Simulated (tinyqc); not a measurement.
An infinitely deep well in a field (quantum-confined Stark shift), Airy functions: two steps of the calculation.

Hard walls at x = -L/2 and +L/2; between them U(x) = -F x (eV, zero at the centre). C = hbar^2/(2 m0), e = (C F^2/m1)^(1/3), z1 = (F L/2 - E)/e at the left wall and z2 = (-F L/2 - E)/e at the right wall. Levels are the roots of D(E) = Ai(z1) Bi(z2) - Ai(z2) Bi(z1).

Parameters, values chosen for the exercise:
```
symbol  value  unit       meaning
m1      0.061    m0          mass
L         6.4    nm    well width
F        0.11  V/nm         field
n           2        level sought
```

Constants: q = 1.602176634e-19 C, hbar = 1.054571817e-34 J s, m0 = 9.1093837015e-31 kg, hbar^2/(2 m0) = 0.0380998212 eV nm^2. Results are converted to the units shown.

Question 1. Level without field and second-order shift. E_n(0) = C (n pi/L)^2/m1; second-order shift m1 F^2 L^4 (1 - 15/(pi n)^2)/(48 C pi^2 n^2).

Give: E_n(0); second-order shift; F L/E_1(0).

Answer 1.

E_n(0) = 0.60200 eV
second-order shift = 10.635 meV
F L/E_1(0) = 4.6778

Question 2. Secant step for the level. Secant step from the last two trial energies, E_a the older and E_b the newer: next = E_b - D(E_b) (E_b - E_a)/(D(E_b) - D(E_a)).

first trial energy = 0.602 eV
second trial energy = 0.5945 eV

Find: D(E_a); D(E_b); third trial energy.

Answer 2.

D(E_a) = 0.009590
D(E_b) = 0.01752
third trial energy = 0.6111 eV

Program tinyqc, `OMP_NUM_THREADS=1 python tinyqc.py 2580120 2580121 out.jsonl`; Intel Xeon 2.30GHz, shared host, one thread, about 0.03 s.
